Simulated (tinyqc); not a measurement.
What each parameter does: two-band k.p model of the Delta valleys near the X point under shear strain.

Valley pair on the [001] axis, kz counted from the X point, c = hbar^2/2m0, k0 = kx0 2 pi/a. H = (c kz^2/ml + c (kx^2 + ky^2)/mt + c k0^2/ml) 1 + (2 c k0 kz/ml) sigma_z + (D exy - 2 c kx ky/Mp) sigma_x, so E = c kz^2/ml + c (kx^2 + ky^2)/mt + c k0^2/ml -/+ sqrt((2 c k0 kz/ml)^2 + (D exy - 2 c kx ky/Mp)^2). Without strain the lower band has its minima, E = 0, at kz = +/- k0. Shifts from diagonal strain are left out.

For |eta| < 1: k_min = k0 sqrt(1 - eta^2), E_min = -Delta eta^2/2, ml(eta) = ml/(1 - eta^2), 1/m[110] = 1/mt + eta/Mp, 1/m[1-10] = 1/mt - eta/Mp. For |eta| > 1 the minimum sits at X: E_min = -Delta (2 |eta| - 1)/2, ml(eta) = ml/(1 - 1/|eta|), and eta is replaced by its sign in the transverse masses. Here Delta = 2 c k0^2/ml and eta = D exy/Delta.

Constants: hbar^2/2m0 = 3.80998211 eV angstrom^2.

Parameters, chosen for this exercise (near those of Si; the results hold for these values, not for the real material):
- a = 5.443 angstrom (lattice constant)
- ml = 0.895 m0 (longitudinal mass)
- mt = 0.194 m0 (transverse mass)
- kx0 = 0.15 2 pi/a (distance of the minimum from X)
- D = 14.5 eV (shear deformation potential)
- Mp = 0.229 m0 (coupling mass)
- exy = 0.022 (shear strain)

Delta = 2 c k0^2/ml, eta = D exy/Delta.

One parameter was then changed.

Results before and after:

| case | eta | E_min (meV) | ml(eta) (m0) | m[110] (m0) | m[1-10] (m0) |
|---|---|---|---|---|---|
| base | 1.2497 | -191.37 | 4.4797 | 0.1050 | 1.2693 |
| changed | 1.2497 | -191.37 | 4.4797 | 0.1009 | 0.8505 |

Which of these changes was made? (a) mt = 0.18042 m0; (b) D = 15.515 eV; (c) ml = 0.95765 m0; (d) Mp = 0.21297 m0; (e) exy = 0.02354; (f) kx0 = 0.1605 2 pi/a.

Answer: (a) mt = 0.18042 m0. Of the candidates, run in turn, only this one gives the changed row.

All candidates:

| case | eta | E_min (meV) | ml(eta) (m0) | m[110] (m0) | m[1-10] (m0) |
|---|---|---|---|---|---|
| base | 1.2497 | -191.37 | 4.4797 | 0.1050 | 1.2693 |
| ml = 0.95765 m0 | 1.3371 | -199.72 | 3.7981 | 0.1050 | 1.2693 |
| mt = 0.18042 m0 | 1.2497 | -191.37 | 4.4797 | 0.1009 | 0.8505 |
| kx0 = 0.1605 2 pi/a | 1.0915 | -172.87 | 10.6754 | 0.1050 | 1.2693 |
| D = 15.515 eV | 1.3371 | -213.70 | 3.5496 | 0.1050 | 1.2693 |
| Mp = 0.21297 m0 | 1.2497 | -191.37 | 4.4797 | 0.1015 | 2.1780 |
| exy = 0.02354 | 1.3371 | -213.70 | 3.5496 | 0.1050 | 1.2693 |

Run: tinyqc, `OMP_NUM_THREADS=1 python tinyqc.py 1050115 1050116 out.jsonl`; Intel(R) Xeon(R) Processor @ 2.30GHz, one thread, shared host; about 0.01 s of CPU time with all checks.
